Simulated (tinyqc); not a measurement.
Gap against bias: four-band model of biased bilayer graphene near K.

Basis A1, B1, A2, B2, with B1 below A2; p = kx + i ky, v_j = (sqrt3/2) a g_j. Diagonal -U/2, -U/2, U/2, U/2; <A1|B1> = <A2|B2> = v0 p*, <B1|A2> = g1, <A1|B2> = v3 p, <A1|A2> = <B1|B2> = -v4 p*.

Parameters, chosen for this exercise (near those used for Bernal bilayer graphene; shifted at random, so the results belong to these values and not to a real crystal):
- a = 2.46 angstrom (lattice constant)
- g0 = 3.12 eV (hopping in a layer)
- g1 = 0.404 eV (hopping of the dimer sites)
- g3 = 0 eV (skew hopping A1-B2)
- g4 = 0 eV (skew hopping A1-A2)

Closed form for g3 = g4 = 0: gap U g1/sqrt(U^2 + g1^2), ring radius as (U/2 v0) sqrt((2 g1^2 + U^2)/(g1^2 + U^2)). Last column: lowest band 3 less highest band 2 of the full matrix on a polar grid, |k| = 0 to 0.08 in steps of 0.001 1/angstrom, angles 0, 15, 30, 45, 60 degrees.

Gap:

| U (eV) | gap (eV) | kg (1/angstrom) | gap/U | gap on the grid (eV) |
|---|---|---|---|---|
| 0.02 | 0.0200 | 0.0021 | 0.999 | 0.0200 |
| 0.05 | 0.0496 | 0.0053 | 0.992 | 0.0496 |
| 0.10 | 0.0971 | 0.0105 | 0.971 | 0.0971 |
| 0.15 | 0.1406 | 0.0155 | 0.937 | 0.1407 |
| 0.30 | 0.2409 | 0.0289 | 0.803 | 0.2409 |
| 0.40 | 0.2842 | 0.0369 | 0.711 | 0.2842 |
| 0.60 | 0.3351 | 0.0517 | 0.559 | 0.3351 |

Give the missing row, U (eV) = 0.20.

Computed row:
```
U (eV)  gap (eV)  kg (1/angstrom)  gap/U  gap on the grid (eV)
0.20      0.1792           0.0202  0.896                0.1792
```

The gap follows U while U << g1 (ratio 0.992 at 0.05 eV) and bends towards g1 = 0.404 eV, reaching 0.335 eV at 0.6. Grid and formula agree within 0.03 meV. U is the screened difference, smaller than the applied field times the layer distance.

Run: tinyqc, `OMP_NUM_THREADS=1 python tinyqc.py 1480792 1480793 out.jsonl`; Intel(R) Xeon(R) Processor @ 2.30GHz, one thread, shared host; about 0.08 s of CPU time with all checks.
